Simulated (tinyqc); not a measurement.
# Resistance of a tapered via with liner, size effect and interface: several studies

A round via whose diameter grows from db at the bottom as D(z) = db + 2 z/tan(ang). The fill, of diameter D - 2 tl, starts above the bottom liner (thickness fb tl) and has rho = rho0 (1 + ks lam/(D - 2 tl)); the sidewall liner conducts in parallel with it. The bottom liner and the interface are crossed over the full area pi db^2/4. Spreading in the lines above and below is left out.

Values chosen for this exercise; fill metal close to cobalt:
```
symbol,value,unit,meaning
db,8.9,nm,diameter at the bottom
hv,24,nm,height
ang,86,degrees,sidewall angle
rho0,6.33,uohm cm,bulk resistivity of the fill
lam,11.6,nm,mean free path of the fill
ks,1.4,,size-effect factor
tl,1,nm,liner on the sidewall
fb,1,,liner at the bottom over that on the sidewall
rl,320,uohm cm,resistivity of the liner
ri,2.7e-12,ohm cm^2,interface resistivity at the bottom
Sb,1e15,S/m^2,"ballistic conductance per area, about 3/(4 rho0 lam)"
rho2,5.36,uohm cm,bulk resistivity of the second fill (close to molybdenum)
lam2,11.5,nm,its mean free path
tl2,0.4,nm,its liner
```

Each table varies one quantity; the others keep the values above.

## Via resistance against the diameter at the bottom

Slices between z0 = fb tl and hv, evaluated at their midpoints: conductance per length pi/4 [(D - 2 tl)^2/rho + (D^2 - (D - 2 tl)^2)/rl], slice resistance = slice height over that. 2000 slices. R_fill = sum of the slices; R_bottom = rl fb tl/(pi db^2/4); R_interface = ri/(pi db^2/4); ballistic (Sharvin) limit 1/(Sb pi (db - 2 tl)^2/4); ideal cylinder rho0 hv/(pi db^2/4).

Via resistance against the diameter at the bottom:
columns A: db (nm); B: R_fill (ohm); C: R_bottom (ohm); D: R_interface (ohm); E: R (ohm); F: ballistic limit (ohm); G: R over ideal cylinder; H: largest part
```
A          B        C         D       E        F       G             H
6     229.88   113.18    9.5493  352.61   79.577  6.5625          fill
8.3   89.178   59.143    4.9902  153.31   32.080  5.4601          fill
11    40.912   33.672    2.8411  77.426   15.719  4.8434          fill
16    15.255   15.915    1.3429  32.514   6.4961  4.3031  bottom liner
22    6.8536   8.4181   0.71028  15.982   3.1831  3.9990  bottom liner
30    3.2373   4.5271   0.38197  8.1463   1.6240  3.7903  bottom liner
42    1.4761   2.3097   0.19488  3.9807  0.79577  3.6303  bottom liner
58   0.71158   1.2112   0.10219  2.0249  0.40601  3.5216  bottom liner
80   0.35057  0.63662  0.053715  1.0409  0.20928  3.4440  bottom liner
```

R falls from 353 to 1.04 ohm. The fill is the largest part at db = 6, the bottom liner from 16 on. R goes as db^(-2.57) between the first two rows and db^(-2.07) between the last two; area alone gives -2. For db = 30, 42, 58, 80 the ballistic limit exceeds half of R_fill, so the diffusive model understates R.

## Via resistance against the sidewall angle

Same model as above.

2000 slices.

The same in every row: R_bottom (ohm) = 51.44; R_interface (ohm) = 4.340; ballistic limit (ohm) = 26.74.

Result of one run:
```
ang (degrees)  R_fill (ohm)  R (ohm)  R over ideal cylinder  largest part
90                    125.1    180.8                  7.406          fill
```

What becomes of these results when the sidewall angle ang is changed from 90 to 84 degrees, all else the same?

Result of the changed run:
```
ang (degrees)  R_fill (ohm)  R (ohm)  R over ideal cylinder  largest part
84                    59.85    115.6                  4.735          fill
```

The whole series:
```
ang (degrees)  R_fill (ohm)  R (ohm)  R over ideal cylinder  largest part
90                    125.1    180.8                  7.406          fill
89                    107.0    162.8                  6.666          fill
88                    93.11    148.9                  6.097          fill
87                    82.14    137.9                  5.648          fill
86                    73.27    129.0                  5.285          fill
84                    59.85    115.6                  4.735          fill
82                    50.22    106.0                  4.340  bottom liner
```

R falls from 181 to 106 ohm. The fill is the largest part at ang = 90, the bottom liner from 82 on. The share of the two bottom terms goes from 30.8 to 52.6 %. For ang = 82 the ballistic limit exceeds half of R_fill, so the diffusive model understates R.

## Two fill metals against the diameter

2000 slices. R_fill = sum of the slices; R_bottom = rl fb tl/(pi db^2/4); R_interface = ri/(pi db^2/4). The second fill has rho2, lam2 and tl2 in place of rho0, lam and tl.

Two fill metals against the diameter:
```
db (nm)  R, first fill (ohm)  R, second fill (ohm)  ratio second/first
6                     352.61                177.25             0.50268
8.5                   144.52                78.820             0.54537
12                    63.063                35.891             0.56912
17                    28.354                16.461             0.58054
24                    13.208                7.7195             0.58445
35                    5.8580                3.4235             0.58441
49                    2.8792                1.6778             0.58273
70                    1.3711               0.79591             0.58051
100                  0.65832               0.38077             0.57840
```

What does the table show?

The ratio goes from 0.503 to 0.578. The second fill gives the lower R in every row.

tinyqc, about 0.01 s, one thread, Intel Xeon 2.30GHz (shared host): `OMP_NUM_THREADS=1 python tinyqc.py 2750036 2750037 out.jsonl`
